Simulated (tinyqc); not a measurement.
Inside a calculation. Model: nanowire ballistic transistor, top-of-the-barrier model.

Program tinyqc, `OMP_NUM_THREADS=1 python tinyqc.py 2400076 2400077 out.jsonl`; Intel Xeon 2.30GHz, shared host, one thread, about 0.03 s. Printed values are rounded.

At the top of the source barrier, states moving towards the drain are filled by the source (Fermi level 0) and states moving back by the drain (Fermi level -q Vd); nothing scatters. U is the shift of the band edge there, set by the capacitances CG, CD and CS (the total) and by the charge. Parabolic one-dimensional subband; the source is grounded.

Inputs (values chosen for the exercise); mass and valleys close to those of gallium nitride:
- T = 250 K (temperature)
- m = 0.21 m0 (effective mass)
- gv = 1 (valley degeneracy)
- eox = 3.9 (relative permittivity of the gate insulator)
- tox = 2.7 nm (insulator thickness)
- d = 6 nm (wire diameter)
- aG = 0.77 (gate control CG/CS)
- aD = 0.081 (drain control CD/CS)
- E0 = 0.33 eV (band edge at the barrier top above the source Fermi level at zero bias)
- Vg = 0.6 V (gate voltage)
- Vd = 0.6 V (drain voltage)

Constants: q = 1.602176634e-19 C, kB = 1.380649e-23 J/K, hbar = 1.054571817e-34 J s, h = 6.62607015e-34 J s, m0 = 9.1093837015e-31 kg, Vt = kB T/q, eps0 = 8.8541878128e-14 F/cm where lengths are in cm. Results are converted to the units shown.

## Density of states, capacitances and charge at zero bias

N0 = gv sqrt(2 m kB T/pi)/hbar, CG = 2 pi eps0 eox/ln(1 + 2 tox/d), CS = CG/aG, n0 = n at U = 0 and Vd = 0. eta1 = -(E0 + U)/Vt, eta2 = eta1 - Vd/Vt, n = (N0/2)[F_(-1/2)(eta1) + F_(-1/2)(eta2)], F_(-1/2)(x) = (1/sqrt(pi)) int_0^infinity u^(-1/2)/(1 + exp(u - x)) du. UL = -(aG Vg + aD Vd).

N0 = 1.944150e6 cm^-1
CG = 3.380314 pF/cm
CS = 4.390018 pF/cm
n0 = 0.4327354 cm^-1
UL = -0.5106 eV

## Iteration 1: self-consistent potential at the barrier top

U at the start (U = UL) = -0.5106 eV

eta1 = -(E0 + U)/Vt, eta2 = eta1 - Vd/Vt, n = (N0/2)[F_(-1/2)(eta1) + F_(-1/2)(eta2)], F_(-1/2)(x) = (1/sqrt(pi)) int_0^infinity u^(-1/2)/(1 + exp(u - x)) du. U(out) = UL + q (n - n0)/CS. Newton step: U(new) = U + (U(out) - U)/(1 + CQ/CS), CQ = (q/Vt) dn/d(eta1) with both F' summed; F' = dF_(-1/2)/dx.

eta1 = 8.383104
eta2 = -19.46774
n = 3.155698e6 cm^-1
U(out) = -0.3954300 eV
CQ = 1.438760 pF/cm
U after iteration 1 = -0.4238582 eV

## Iteration 2: self-consistent potential at the barrier top

As before.

eta1 = 4.356718
eta2 = -23.49413
n = 2.228755e6 cm^-1
U(out) = -0.4292596 eV
CQ = 2.112662 pF/cm
U after iteration 2 = -0.4275047 eV

## Course of the iteration: self-consistent potential at the barrier top

Stop when U changes by less than 1e-9 eV, or after 90 iterations.

Course of the iteration:
```
iteration	U (eV)	|change| (eV)
1	-0.4238582	0.0867
2	-0.4275047	3.65e-3
3	-0.4275184	1.37e-5
4	-0.4275184	1.85e-10
```

Converged in 4 iterations. At the end the number of correct digits about doubles with each step.

## Current, mean velocity and share of the gate voltage

converged U = -0.4275184 eV

N0 = gv sqrt(2 m kB T/pi)/hbar, CG = 2 pi eps0 eox/ln(1 + 2 tox/d), CS = CG/aG, n0 = n at U = 0 and Vd = 0. eta1 = -(E0 + U)/Vt, eta2 = eta1 - Vd/Vt, n = (N0/2)[F_(-1/2)(eta1) + F_(-1/2)(eta2)], F_(-1/2)(x) = (1/sqrt(pi)) int_0^infinity u^(-1/2)/(1 + exp(u - x)) du. I = gv (2 q^2/h) Vt [ln(1 + exp eta1) - ln(1 + exp eta2)]. Mean velocity I/(q n). CQ = (q/Vt) dn/d(eta1); the band edge follows the gate as -dU/dVg = aG/(1 + CQ/CS).

eta1 = 4.526617
n = 2.276464e6 cm^-1
I = 7.573776 uA
mean velocity = 2.076545e7 cm/s
CQ = 2.064504 pF/cm
-dU/dVg = 0.5237125 eV/V

The carriers from the source are degenerate (eta1 = 4.53), and the mean velocity is 1.94 times vT = sqrt(2 kB T/(pi m)) = 1.07e7 cm/s.
